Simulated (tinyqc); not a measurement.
Two coupled magnetic layers: synthetic antiferromagnet, spin flop, exchange bias and magnetoresistance: one step, computed by the program tinyqc.

Moments lie in the plane at the angles p1, p2 from the field. Energy per area: E = J1 cos(p1 - p2) + J2 cos^2(p1 - p2) - B M_s (t1 cos p1 + t2 cos p2) + K (t1 sin^2 p1 + t2 sin^2 p2).

Task: Limit of the antiparallel state. With p1 = 0, p2 = 180 degrees and c2 = J1 - 2 J2 the Hessian is [[c2 + t1 (2K + b), -c2], [-c2, c2 + t2 (2K - b)]], b = B M_s; its determinant vanishes at the positive root of t1 t2 b^2 - c2 (t1 - t2) b - [2K c2 (t1 + t2) + 4 K^2 t1 t2] = 0.

Inputs (values chosen for the exercise, for a model stack): saturation magnetisation M_s = 1480 kA/m; thickness t1 = 4.8 nm; thickness t2 = 4.8 nm; antiferromagnetic coupling J1 = 0.26 mJ/m^2; biquadratic coupling J2 = 0 mJ/m^2; in-plane anisotropy K = 5.6 kJ/m^3.

Field direction: along the easy axis.

Give: stability limit B_sf of the antiparallel state.

Result:

stability limit B_sf of the antiparallel state = 24.72 mT
